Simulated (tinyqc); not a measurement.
Microkinetic model of low-temperature epitaxy from hydride gases: adsorption, hydrogen desorption and rate control: one step, computed by the program tinyqc. Command: `OMP_NUM_THREADS=1 python tinyqc.py 3025958 3025959 out.jsonl hepi walk`. One thread of a shared host (Intel(R) Xeon(R) Processor @ 2.30GHz), about 0.01 s of CPU time with the checks.

Each hydride molecule needs two free sites and leaves four hydrogen atoms, of which two leave at once as H2; theta is the hydrogen coverage, the site density is 6.78 per nm^2 and one layer is 1.358 angstrom thick.

Question. Coverage and growth rate. With k the hydride and k_H the hydrogen adsorption rate on free pairs and k_d the desorption rate, steady state: 2 (k + k_H)(1 - theta)^2 = k_d theta; growth rate R = k (1 - theta)^2 layers/s; 1 layer/s = 8.148 nm/min. With c = 2 (k + k_H)/k_d the free share is 1 - theta = 2/(1 + sqrt(1 + 4c)).

Inputs (values chosen for the exercise, close to those used for silane and germane on Si(001)): temperature T = 670 C.

Film: silicon-germanium. Order of hydrogen desorption: first.

k = 1.033202 1/s

k_H = 0.1686163 1/s

k_d = 144.4761 1/s

Give: c; hydrogen coverage theta; growth rate R in layers; growth rate G.

Answer.

c = 0.01664

hydrogen coverage theta = 0.01611

growth rate R in layers = 1.000 layers/s

growth rate G = 8.150 nm/min

The surface is mostly bare: the arrival of hydride limits growth.
